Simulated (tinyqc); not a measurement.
Sweep of a biaxial (001) strain: strain-driven crossing of the Gamma and L valleys in a germanium-like crystal alloyed with tin.

Biaxial loads: e0 is the in-plane strain e_par and the normal is free. (001): e_perp = -2 (C12/C11) e_par; exx = eyy = e_par, ezz = e_perp, no shear. (111): e_perp = -(2 C11 + 4 C12 - 4 C44)/(C11 + 2 C12 + 4 C44) e_par; exx = eyy = ezz = (2 e_par + e_perp)/3 and exy = eyz = ezx = (e_perp - e_par)/3. (110): e_perp = -(C11 + 3 C12 - 2 C44)/(C11 + C12 + 2 C44) e_par; exx = eyy = (e_par + e_perp)/2, ezz = e_par, exy = (e_perp - e_par)/2, eyz = ezx = 0. Uniaxial loads: a stress along n, scaled so that n.e.n = e0, with exx = s11 sxx + s12 (syy + szz), exy = s44 sxy/2, s11 = (C11 + C12)/((C11 - C12)(C11 + 2 C12)), s12 = -C12/((C11 - C12)(C11 + 2 C12)), s44 = 1/C44.

Edges from the unstrained valence top: Gamma at Eg + ac tr(e); an L valley with unit axis u at EgL + aL tr(e) + XuL (u.e.u - tr(e)/3), u along [111], [1-1-1], [-11-1], [-1-11]; valence edges are the levels of the 6 x 6 matrix of X, Y, Z times spin with -Dso/3 + l exx + m (eyy + ezz) on the diagonal (cyclic), n exy off it, l = av + 2 b, m = av - b, n = sqrt(3) d. Spin-orbit term (Dso/3) L.sigma on X, Y, Z with (L_k)_ij = -i epsilon_kij: <X+|H|Y+> = -i Dso/3, <X+|H|Z-> = Dso/3, <Y+|H|Z-> = -i Dso/3, <Z+|H|X-> = -Dso/3, <Z+|H|Y-> = i Dso/3, <X-|H|Y-> = i Dso/3, and their conjugates; + and - are the spin along z.

With tin the unstrained gaps become E(y) = (1 - y) E + y EgS - CS y (1 - y); all other values are kept.
Constants: kB = 8.617333262e-05 eV/K.

Parameters, chosen for this exercise (near those of Ge, gaps at low temperature; shifted at random, so the results belong to these values and not to a real crystal):
- Eg = 0.9 eV (gap at Gamma to the s-like level)
- EgL = 0.743 eV (gap to L)
- Dso = 0.295 eV (spin-orbit splitting)
- ac = -8.15 eV (conduction deformation potential)
- av = 1.24 eV (valence hydrostatic potential)
- b = -2.56 eV (tetragonal shear potential)
- d = -5.26 eV (trigonal shear potential)
- aL = -1.5 eV (hydrostatic potential of the L edge, Xd + Xu/3)
- XuL = 17.07 eV (uniaxial potential, L)
- y = 0.026 (tin fraction)
- EgS = (-0.401, 0.081) eV (Gamma and L gaps of the tin end)
- CS = (2.65, 0.85) eV (bowing of the Gamma and L gaps)
- C11 = 128.8 GPa
- C12 = 49.1 GPa
- C44 = 66.9 GPa
- load = biaxial (001) (kind of strain)
- mG = 0.0434 m0 (mass at Gamma)
- mL = 0.554 m0 (density-of-states mass of the four L valleys together)
- T = 200 K (temperature)

The valence splitting is the distance of the top two edges. Share in Gamma = mG^(3/2)/(mG^(3/2) + (mL^(3/2)/4) sum_i exp(-(E_Li - E_Gamma)/kT)).

Results:

| e0 (%) | direct gap (eV) | indirect gap (eV) | Gamma - L (meV) | valence splitting (meV) | share in Gamma (%) |
|---|---|---|---|---|---|
| -0.72 | 0.850 | 0.696 | 154 | 57 | 0.000288 |
| -0.27 | 0.818 | 0.701 | 117 | 23 | 0.00247 |
| 0.17 | 0.771 | 0.690 | 81 | 16 | 0.0202 |
| 0.62 | 0.694 | 0.650 | 44 | 61 | 0.173 |
| 1.06 | 0.615 | 0.608 | 8 | 109 | 1.39 |
| 1.51 | 0.531 | 0.561 | -29 | 160 | 10.8 |
| 1.95 | 0.448 | 0.513 | -66 | 213 | 49.8 |
| 2.40 | 0.360 | 0.463 | -103 | 268 | 89.5 |

What can be read from this table?

Gamma drops below the lowest L valley between e0 = 1.06 and 1.51 %. The direct gap goes from 0.850 to 0.360 eV; of that change -0.127 eV comes from the rise of the valence top through the shear terms and the rest from the volume. The share in Gamma goes from 0.000288 to 89.5 %.

Computed by tinyqc, a small Python program: `OMP_NUM_THREADS=1 python tinyqc.py 1050259 1050260 out.jsonl` (the numbers bound the seed that draws the inputs); one thread of a shared host (Intel(R) Xeon(R) Processor @ 2.30GHz), about 0.01 s for the whole set of steps.
